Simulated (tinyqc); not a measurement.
Two electrons on one impurity (helium-like model), step by step. Values are carried at full precision from step to step, so a last printed digit may differ when a step is redone from the rounded ones.

Units Ha* = 2 Ry m/eps^2 and a* = a0 eps/m. One electron is bound by Z^2/2. Two electrons in the singlet built from exp(-a r) and exp(-b r): S = 8 (ab)^(3/2)/(a + b)^3, h_aa = a^2/2 - Z a, h_bb alike, h_ab = S (ab/2 - Z (a + b)/2), J = ab (a^2 + 3ab + b^2)/(a + b)^3, K = 20 (ab)^3/(a + b)^5, E = (h_aa + h_bb + 2 S h_ab + J + K)/(1 + S^2). For a = b this is a^2 - 2 Z a + 5a/8. Real double donors are deeper, since the central cell is left out.

Constants: Ry = 13.60569312 eV; a0 (Bohr radius) = 0.5291772105 angstrom.

Values chosen for the exercise (near those of impurities in Si; not measured data): m = 0.314 m0 (one mean mass); eps = 11.5 (dielectric constant); Z = 1 (effective charge (1: D- centre, 2: double donor; other values mimic a central cell)); ab = (0.95, 0.32) 1/a* (trial exponents a, b).

## Units and equal orbitals

Give Ha*, a*, the best common exponent Z - 5/16, E = -(Z - 5/16)^2, and the binding of the second electron -Z^2/2 - E.

Ha* = 64.608 meV
a* = 19.38 angstrom
exponent = 0.6875
E with equal orbitals = -0.47266 Ha*
binding of the second electron = -1.77 meV

With equal orbitals the second electron is not bound; this is a fault of the trial function, since unequal orbitals do bind it.

## Unequal orbitals

Evaluate the integrals and E.

S, h_aa, h_bb, h_ab, J, K: 0.65462  -0.49875  -0.26880  -0.31618  0.28449  0.17007

E = -0.50888 Ha*

This lies 0.0362 Ha* below the best equal-orbital value -(Z - 5/16)^2.

## The minimum over a and b

Give a, b, E, both binding energies and U, their difference.

a, b (1/a*): 1.039  0.283

E = -0.51330 Ha*

binding of the first and second electron (meV): 32.30  0.86

U = 31.44 meV

Letting one electron stay close and the other roam (decay lengths 19 and 68 angstrom) gains 2.63 meV. The exact value for Z = 1 is -0.52775, a binding of 1.79 meV, so this function recovers 48 % of it.

## Checks

- Minimum for Z = 1 against the known -0.51330: both -0.51330.
- Minimum for Z = 2 against the known -2.87566: both -2.87566.

Program tinyqc; command `OMP_NUM_THREADS=1 python tinyqc.py 1282012 1282013 out.jsonl`; about 0.02 s on one thread of a shared Intel(R) Xeon(R) Processor @ 2.30GHz.
